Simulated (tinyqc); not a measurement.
# AlGaN/GaN HEMT with access regions, lumped model: what changes with what

A polarisation-induced electron sheet under a Schottky gate, in series with two ungated access regions and contacts. Drift law v = mu E/(1 + mu E/vs) under the gate. Currents in mA/mm, resistances in ohm mm. No self-heating, no channel-length modulation; fits for polarisation, barrier and offset are chosen for the exercise.

Inputs (values chosen for the exercise); values close to those of AlGaN/GaN structures:
- x = 0.3 (aluminium share of the barrier)
- d = 12 nm (barrier thickness)
- eps_r = 9.1 (relative permittivity of barrier and channel)
- mu = 1500 cm^2/(V s) (channel mobility)
- vs = 1.1e7 cm/s (saturation velocity)
- Lg = 0.15 um (gate length)
- Ls = 1 um (source access length)
- Ld = 16 um (drain access length)
- Rc = 0.35 ohm mm (resistance of each contact)
- ft = 0 (share of the drain-access electrons removed by traps)
- Vg = 0.5 V (gate voltage)
- Ec = 3 MV/cm (critical field)
- te = 0.31 um (depth over which the depleted charge spreads)
- tf = 50 nm (insulator under the field plate)
- ei = 7.5 (relative permittivity of that insulator)

Constants: q = 1.602176634e-19 C, eps0 = 8.8541878128e-14 F/cm where lengths are in cm. Results are converted to the units shown.

Each table varies one quantity; the others keep the values above.

## Field plate: effect of the aluminium share of the barrier

sigma = (5e13 x + 1.6e13 x^2) cm^-2, phiB = 0.84 + 1.3 x, dEc = 0.7 (1.71 x + x^2) in volts, Cb = eps0 eps_r/d, VT = phiB - dEc - q sigma/Cb, access density n0 = -Cb VT/q. Off state: a depleted stretch that holds the voltage V has the peak field sqrt(k V), k = 2 q n0/(eps0 eps_r te), so one edge holds V1 = Ec^2/k. The sheet under the plate pinches off at Vf = q n0 (1/Cb + tf/(eps0 ei)); beyond it the gate edge is screened. BV = V1 if Vf >= V1, else Vf + V1, and at most Ec Ld.

The same in every row: Ec Ld (V) = 4800.

Results:
```
x	Vf (V)	V1 (V)	BV (V)
0.14	5.477	185.1	190.6
0.18	8.692	116.6	125.3
0.26	15.39	65.89	81.27
0.3	18.86	53.74	72.60
0.34	22.43	45.20	67.63
0.38	26.08	38.87	64.95
```

Estimate the missing row, x = 0.22.

Computed row:
```
x	Vf (V)	V1 (V)	BV (V)
0.22	11.99	84.51	96.51
```

With this row back in the table: BV falls from 191 to 64.9 V. The plate helps (Vf < V1) in 7 of the 7 rows, and the access length caps BV in 0. More sheet charge lowers Ron but steepens the field, so V1 falls.

## Field plate: effect of the insulator under the field plate

Same model as above.

The same in every row: V1 (V) = 53.74; Ec Ld (V) = 4800.

Results:
```
tf (nm)	Vf (V)	BV (V)
16	8.154	61.89
24	10.67	64.41
35	14.14	67.88
53	19.81	73.55
120	40.91	94.65
170	56.66	53.74
260	85.00	53.74
```

Estimate the missing row, tf = 78 nm.

Computed row:
```
tf (nm)	Vf (V)	BV (V)
78	27.68	81.42
```

With this row back in the table: BV goes from 61.9 through a maximum of 94.7 (at tf = 120 nm among the rows listed) to 53.7 V. The plate helps (Vf < V1) in 6 of the 8 rows, and the access length caps BV in 0. The best thickness makes Vf just under V1, tf = 161 nm, where both edges reach Ec together and BV nears 2 V1.

## Effect of the aluminium share of the barrier

Access resistance R(L, n) = L/(q mu n sqrt(1 - (I/(q n vs))^2)); Rs = Rc + R(Ls, n0), Rd = Rc + R(Ld, (1 - ft) n0). Vg' = Vg - I Rs, Vd' = Vd - I (Rs + Rd); with u = Vg' - VT, Vc = vs Lg/mu and w the smaller of Vd' and Vc [sqrt(1 + 2 u/Vc) - 1] (0 if negative), the channel gives (mu Cb/Lg)(u w - w^2/2)/(1 + w/Vc). I equals that channel current. Isat is I at Vd = 10 V, gm = dIsat/dVg, Ron the limit of Vd/I at small Vd.

Effect of the aluminium share of the barrier:
```
x	VT (V)	n0 (cm^-2)	Ron (ohm mm)	Isat (mA/mm)	gm (mS/mm)
0.12	-0.6444	2.701e12	27.02	248.5	211.2
0.17	-1.301	5.454e12	13.75	534.7	293.5
0.22	-1.981	8.301e12	9.281	851.7	257.1
0.27	-2.683	1.124e13	7.038	1150	55.43
0.32	-3.408	1.428e13	5.692	1443	37.04
0.37	-4.155	1.741e13	4.795	1735	29.12
0.42	-4.925	2.064e13	4.155	2026	24.40
```

What does the table show?

As x goes from 0.12 to 0.42, Ron falls from 27.0 to 4.15 ohm mm, Isat rises from 248 to 2030 mA/mm and gm goes from 211 through a maximum of 294 (at x = 0.17 among the rows listed) to 24.4 mS/mm. VT falls from -0.644 to -4.92 V. For x = 0.17 to 0.42 the power passes 5 W/mm, where self-heating, left out here, lowers the current. For x = 0.22 to 0.42 the gated channel is not yet saturated at 10 V, because the access regions take the voltage, and gm drops.

Computed by the program tinyqc: `OMP_NUM_THREADS=1 python tinyqc.py 2570126 2570127 out.jsonl`, one thread of a shared Intel Xeon 2.30GHz, about 0.01 s for the whole run.
